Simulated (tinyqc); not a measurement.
# Well width for a wanted wavelength

Inverse problem. The layer is x parts of the first compound and 1 - x of the second, grown coherently on the second as substrate and barrier. Rows of the table: lattice constant a, average valence level Ea on an absolute scale, spin-orbit splitting so, gaps at Gamma, X and L, hydrostatic deformation potentials av and ac (Gamma), shear potential b, elastic constants, electron and heavy-hole (along z) masses. All are interpolated linearly in x; gaps get -C x (1 - x), taken wholly in the conduction band; real line-ups can differ from this model by 0.1 eV or more. In-plane strain e = (a_substrate - a)/a, e_z = -2 (c12/c11) e, volume change 2 e + e_z. With v = 2 e + e_z and d = 2 b (e_z - e): Eav = Ea + av v; E_hh = Eav + so/3 - d/2; E_lh = Eav - so/6 + d/4 + sqrt(so^2 + so d + 9 d^2/4)/2; E_c = Ea + so/3 + EG + ac v (Gamma). Substrate: E_v = Ea + so/3, E_c = E_v + EG. Well depths: dEc = E_c(substrate) - E_c, dEhh = E_hh - E_v(substrate), dElh likewise; strained Gamma gap E_c - max(E_hh, E_lh); positive values confine carriers in the layer. Lowest level of a finite well of width Lw and depth V: kw Lw/2 = arctan(sqrt((mw/mb)(V - E)/E)), kw = sqrt(mw E/C), C = hbar^2/(2 m0), for electrons (dEc) and heavy holes (dEhh), mb from the substrate; transition E_c - E_hh + both levels, without exciton binding; wavelength h c/E. Find Lw and the two levels.

Parameters, values chosen for the exercise: fraction of the first compound in the layer x = 0.18; bowing of the Gamma gap CG = 0.1 eV; bowing of the X gap CX = 0.27 eV; bowing of the L gap CL = 0.27 eV.

Constants: q = 1.602176634e-19 C, hbar = 1.054571817e-34 J s, h = 6.62607015e-34 J s, m0 = 9.1093837015e-31 kg, c = 299792458 m/s, hbar^2/(2 m0) = 0.0380998212 eV nm^2. Results are converted to the units shown.

Binary compounds, values chosen for the exercise:
```
	close to InAs	close to InP
a (angstrom)	6.058	5.869
Ea (eV)	-6.67	-7.04
so (eV)	0.379	0.109
EG (eV)	0.359	1.32
EX (eV)	1.35	2.19
EL (eV)	1.08	1.96
av (eV)	1	1.27
ac (eV)	-5.1	-5
b (eV)	-1.77	-1.68
c11 (GPa)	83.4	99.7
c12 (GPa)	45	55.7
me (m0)	0.0228	0.0794
mh (m0)	0.332	0.532
```

wavelength = 1029.6130 nm

Answer. Both levels fall steadily as the well widens, so the wavelength rises steadily and one width matches.

Lw = 4.90 nm
electron level = 44.2 meV
heavy-hole level = 16.4 meV

tinyqc, about 0.01 s, one thread, Intel Xeon 2.30GHz (shared host): `OMP_NUM_THREADS=1 python tinyqc.py 2690065 2690066 out.jsonl`
